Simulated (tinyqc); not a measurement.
Charge neutrality level from zone-averaged pseudopotential bands, step by step. Values are carried at full precision from step to step, so a last printed digit may differ when a step is redone from the rounded ones.

Empirical pseudopotential on the fcc lattice, atoms at +/- tau, tau = a (1,1,1)/8, no spin-orbit coupling. H(G,G') = c (2 pi/a)^2 |k + G|^2 delta + VS(q) cos(q.tau) + i VA(q) sin(q.tau), q = G - G', c = hbar^2/2m0; k and G in units of 2 pi/a; VS at |q|^2 = 3, 8, 11 and VA at 3, 4, 11, in rydberg, zero elsewhere. At each k the basis holds all G with |k + G|^2 up to 16; energies are counted from the fourth level at Gamma.

Mesh: k = sum_i (n_i + 1/2)/N b_i, n_i = 0 ... N - 1, b = (-1,1,1), (1,-1,1), (1,1,-1); points with the same sorted |kx|, |ky|, |kz| after folding to the shortest k + G are joined, with their count as weight. Neutrality (branch-point) level: E_N = (1/2) mean over k of [E5 + (E3 + E4)/2], E_n the n-th level from below.

Constants: hbar^2/2m0 = 3.80998211 eV angstrom^2; Ry = 13.60569312 eV.

Inputs chosen for the exercise (classic local form factors of the size used for InP, without spin-orbit coupling; shifted at random, so the results belong to these values and not to a real crystal):
- a = 5.847 angstrom (lattice constant)
- VS = (-0.229, 0.009, 0.06) Ry (symmetric form factors)
- VA = (0.07, 0.05, 0.01) Ry (antisymmetric form factors)
- mesh = 3 (points along each reciprocal vector)

## Levels on the mesh

Diagonalise at each joined point.

Levels (eV):
```
kx          ky      kz  weight       E3       E4      E5      E6
0.1667  0.1667  0.1667       2  -0.2472  -0.2472  2.5705  4.9824
0.5000  0.1667  0.1667       6  -1.3211  -1.1165  3.2108  4.6382
0.5000  0.5000  0.1667       6  -2.1093  -0.8426  3.2631  5.0423
0.5000  0.5000  0.5000       1  -0.8031  -0.8031  1.9117  5.0458
0.8333  0.1667  0.1667       6  -2.4565  -1.7393  2.5642  3.9146
0.8333  0.5000  0.1667       6  -2.7877  -1.7914  4.3443  4.6289
```

## Gaps

Level 5 at Gamma, at the lowest of (f,0,0) with f = 0.8, 0.85, 0.9, 1, and at (1/2,1/2,1/2).

gaps to Gamma, Delta/X, L (eV): 1.5222  2.1548  1.9117

## The neutrality level

Energies are counted from the valence top at Gamma. E_N = (1/2) weighted mean of [E5 + (E3 + E4)/2]. Compare with half the smallest indirect gap, min(Delta/X, L)/2, and give the barrier for electrons in the limit of full pinning, min(gaps) - E_N.

mean of E5 = 3.2351 eV
mean of (E3 + E4)/2 = -1.6219 eV
E_N = 0.8066 eV
half the indirect gap = 0.9559 eV
pinned barrier for electrons = 0.7156 eV

E_N lies at 53 % of the gap from the valence top. The two estimates differ by 0.15 eV; both rules are good to a few tenths of an eV only, so a position within that distance of a band edge or of mid-gap is not settled. Local form factors place the indirect gaps only to a few tenths of an eV, and E_N moves with them. Spin-orbit coupling, left out, would lift the valence top by a third of its splitting.

## Checks

- Sum of the weights against N^3: both 27.

Computed by tinyqc, a small Python program: `OMP_NUM_THREADS=1 python tinyqc.py 1881140 1881141 out.jsonl` (the numbers bound the seed that draws the inputs); one thread of a shared host (Intel(R) Xeon(R) Processor @ 2.30GHz), about 0.08 s for the whole set of steps.
